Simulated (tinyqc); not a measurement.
Inside a calculation. Method: CIS on RHF in the sto-3g basis, for H2, spin multiplicity 1. One step of it, computed by the program tinyqc.

Task: CIS matrix, triplets. A(ia,jb) = (e_a - e_i) d_ij d_ab - (ij|ab).

orbital energies (hartree): MO1 -0.622628, MO2 0.786785

Two-electron integrals over orbitals (pq|rs), unique and non-zero (hartree):
```
(11|11) 0.693989   (21|21) 0.175741   (22|11) 0.681676   (22|22) 0.716812
```

Give: CIS matrix A, triplet.

Result:

CIS matrix A, triplet (hartree), order 1>2:
$$\begin{pmatrix}
0.7277
\end{pmatrix}$$
